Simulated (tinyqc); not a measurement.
Speciation in dilute and buffered hydrofluoric acid, oxide etch rate and bath loading. From one set of inputs to another, one input at a time. Computed by tinyqc, a small Python program. Command: `OMP_NUM_THREADS=1 python tinyqc.py 3121267 3121268 out.jsonl hfetch ladder`. One thread of a shared host (Intel(R) Xeon(R) Processor @ 2.30GHz), about 0.01 s of CPU time with the checks.

Concentrations stand for activities, NH4+ and Cl- are spectators, and water ionisation is neglected. H, F and HF2 denote the ions H+, F- and HF2-. The base temperature is 298 K.

The inputs printed are set A. Inputs not listed in the table keep their values of set A, so the rows need not describe a real material.

Inputs (values chosen for the exercise, of the order of those for thermal oxide at room temperature):
```
quantity                            value            unit
HF added                              0.6           mol/L
NH4F added                              0           mol/L
HCl added                               0           mol/L
K1 = [H][F]/[HF]                 0.000639           mol/L
K2 = [HF2]/([HF][F])                 3.98           L/mol
K3 = [H2F2]/[HF]^2                      0           L/mol
rate constant of neutral HF k_a        12  nm L/(min mol)
rate constant of HF2 k_b               62  nm L/(min mol)
activation energy                     0.4              eV
temperature error                     1.1               K
oxide removed per wafer                75              nm
```

Constants: k_B = 8.617333262e-05 eV/K.

Method:
- Fluoride balance: [HF] + [F] + 2 [HF2] + 2 [H2F2] = HF added + NH4F added. Acid balance: [H] + [HF] + [HF2] + 2 [H2F2] = HF added + HCl added. For a trial [H], [HF] = [H][F]/K1, and the fluoride balance is a quadratic in [F].
- The root is refined to 1e-13 in pH = -log10 [H].
- Rate = k_a ([HF] + 2 [H2F2]) + k_b [HF2], an empirical two-term form.
- Time = oxide/rate; a temperature error changes the rate by exp((E_a/k_B)(1/298 - 1/(298 + error))) - 1.

Each row keeps all changes above it:
```
input moved                                           from        to      pH  etch rate (nm/min)  share of HF2 in the rate (%)
set A                                                    -         -  1.4792              7.9367                        17.730
HF added (mol/L)                                       0.6      0.11  2.0300              1.3390                        12.130
rate constant of neutral HF k_a (nm L/(min mol))        12        16  2.0300              1.7312                         9.382
rate constant of HF2 k_b (nm L/(min mol))               62        47  2.0300              1.6919                         7.277
K1 = [H][F]/[HF] (mol/L)                          0.000639  0.000683  2.0166              1.6895                         7.496
K2 = [HF2]/([HF][F]) (L/mol)                          3.98      3.95  2.0170              1.6891                         7.451
```

Which inputs carry the difference?

pH goes from 1.48 to 2.02, a factor 1.36 in all. The largest single move comes from HF added (a factor 1.37). Etch rate goes from 7.94 to 1.69, a factor 0.213 in all. The largest single move comes from HF added (a factor 0.169), and rate constant of neutral HF k_a works against it (a factor 1.29). Share of HF2 in the rate goes from 17.7 to 7.45, a factor 0.420 in all. The largest single move comes from HF added (a factor 0.684). The single moves hold for this order of the switches; the total does not depend on the order.

Extremes, crossings and ranges named in words are read from the listed rows.
